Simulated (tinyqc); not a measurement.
Worked calculation: LDA (VWN5) atom on a uniform radial grid, spin-unpolarised, for Li+. Computed by tinyqc, a small Python program that keeps every step. Settings: Z = 3, points = 192, R = 5.3, functional = lda,vwn, mixing = 1.0, iteration cap = 66. Command: `OMP_NUM_THREADS=1 python tinyqc.py 29498 29499 out.jsonl` (the two numbers bound the seeds that draw the settings). One thread of a shared host (Intel(R) Xeon(R) Processor @ 2.60GHz), about 0.08 s of CPU time with the checks. Later iterations appear only in the table of the cycle.

## Iteration 1

Spherical atom on a uniform radial grid r_j = j h with h = R/(N + 1), h sum u^2 = 1 and integrals as h times sums, u(0) = u(R) = 0 (atomic units):
```
parameter           value
Z                       3
points N              192
R                5.300000
h                0.027461
mixing           1.000000
electrons in 1s         2
```

Three-point differences turn -u''/2 + [l(l+1)/2r^2 - Z/r + V] u = e u into a tridiagonal matrix (diagonal 1/h^2 + potential, off-diagonal -1/2h^2). D = sum f u^2; the Hartree potential y/r solves y'' = -D/r with y(0) = 0, y(R) = N_e; v_xc comes from rho = D/(4 pi r^2); E = sum f e - int D V + int D (V_H/2 + eps_xc); V(new) = V + mixing (V_H + v_xc - V).

eigenvalues (hartree): [-4.492390]

Every 12th grid point:
```
r             V in     u(1s)         D       V_H       v_xc
0.329534  0.000000  1.273554  3.243881  4.397212  -1.401817
0.659067  0.000000  0.948828  1.800551  2.861013  -0.750899
0.988601  0.000000  0.530175  0.562171  2.001677  -0.407046
1.318135  0.000000  0.263329  0.138684  1.514516  -0.223216
1.647668  0.000000  0.122616  0.030070  1.213466  -0.123449
1.977202  0.000000  0.054811  0.006009  1.011480  -0.068477
2.306736  0.000000  0.023821  0.001135  0.867019  -0.037859
2.636269  0.000000  0.010141  0.000206  0.758647  -0.020761
2.965803  0.000000  0.004250  0.000036  0.674353  -0.011266
3.295337  0.000000  0.001759  0.000006  0.606918  -0.006050
3.624870  0.000000  0.000721  1.04e-06  0.551744  -0.003219
3.954404  0.000000  0.000293  1.71e-07  0.505765  -0.001700
4.283938  0.000000  0.000118  2.77e-08  0.466860  -0.000892
4.613472  0.000000  0.000046  4.30e-09  0.433513  -0.000461
4.943005  0.000000  0.000016  5.35e-10  0.404612  -0.000221
5.272539  0.000000  1.07e-06         0  0.379324  -0.000035
```

total energy = -6.98543422 hartree

## Iteration 2

As before.

eigenvalues (hartree): [-1.981779]

Every 12th grid point:
```
r             V in     u(1s)         D       V_H       v_xc
0.329534  2.995394  1.140742  2.602586  3.944239  -1.306818
0.659067  2.110114  0.975216  1.902093  2.718364  -0.763914
0.988601  1.594631  0.657786  0.865365  1.963537  -0.464810
1.318135  1.291300  0.405469  0.328811  1.504995  -0.289878
1.647668  1.090017  0.238520  0.113784  1.211159  -0.183872
1.977202  0.943004  0.136463  0.037245  1.010927  -0.118020
2.306736  0.829160  0.076686  0.011762  0.866887  -0.076324
2.636269  0.737886  0.042568  0.003624  0.758615  -0.049546
2.965803  0.663087  0.023419  0.001097  0.674346  -0.032187
3.295337  0.600868  0.012796  0.000327  0.606916  -0.020881
3.624870  0.548525  0.006949  0.000097  0.551743  -0.013505
3.954404  0.504065  0.003746  0.000028  0.505765  -0.008692
4.283938  0.465969  0.001990  0.000008  0.466860  -0.005539
4.613472  0.433052  0.001013  2.05e-06  0.433513  -0.003430
4.943005  0.404391  0.000435  3.79e-07  0.404612  -0.001902
5.272539  0.379289  0.000031  1.93e-09  0.379324  -0.000324
```

total energy = -7.12154648 hartree

## Iteration 3

As before.

eigenvalues (hartree): [-2.234248]

Every 12th grid point:
```
r             V in     u(1s)         D       V_H       v_xc
0.329534  2.637421  1.173024  2.751969  4.052924  -1.330246
0.659067  1.954450  0.970948  1.885479  2.754247  -0.761817
0.988601  1.498727  0.631651  0.797965  1.973938  -0.453339
1.318135  1.215116  0.375433  0.281899  1.507865  -0.276643
1.647668  1.027286  0.212858  0.090617  1.211934  -0.171727
1.977202  0.892907  0.117268  0.027504  1.011134  -0.107810
2.306736  0.790563  0.063391  0.008037  0.866942  -0.068120
2.636269  0.709069  0.033815  0.002287  0.758629  -0.043145
2.965803  0.642158  0.017865  0.000638  0.674350  -0.027307
3.295337  0.586036  0.009368  0.000176  0.606917  -0.017237
3.624870  0.538238  0.004882  0.000048  0.551744  -0.010838
3.954404  0.497073  0.002527  0.000013  0.505765  -0.006781
4.283938  0.461321  0.001291  3.34e-06  0.466860  -0.004204
4.613472  0.430083  0.000635  8.06e-07  0.433513  -0.002540
4.943005  0.402710  0.000266  1.42e-07  0.404612  -0.001382
5.272539  0.379000  0.000019  7.08e-10  0.379324  -0.000233
```

total energy = -7.12846419 hartree

## Convergence

Stop when input and output potentials agree to 1e-7.

Course of the cycle (hartree):
```
iteration            E      e(1s)  largest |V(out) - V(in)|
1          -6.98543422  -4.492390                  3.56e+00
2          -7.12154648  -1.981779                  6.17e-01
3          -7.12846419  -2.234248                  1.42e-01
4          -7.12884572  -2.173576                  3.33e-02
5          -7.12886667  -2.187653                  7.81e-03
6          -7.12886782  -2.184344                  1.83e-03
7          -7.12886788  -2.185120                  4.30e-04
8          -7.12886789  -2.184938                  1.01e-04
9          -7.12886789  -2.184981                  2.36e-05
10         -7.12886789  -2.184971                  5.54e-06
11         -7.12886789  -2.184973                  1.30e-06
12         -7.12886789  -2.184972                  3.04e-07
13         -7.12886789  -2.184973                  7.14e-08
```

Converged in 13 iterations. A uniform grid resolves the cusp poorly: for a bare nucleus this grid gives 1s at -4.49239 against -Z^2/2 = -4.5 hartree. Before convergence this energy mixes input and output and is not variational, so it may rise towards its limit.
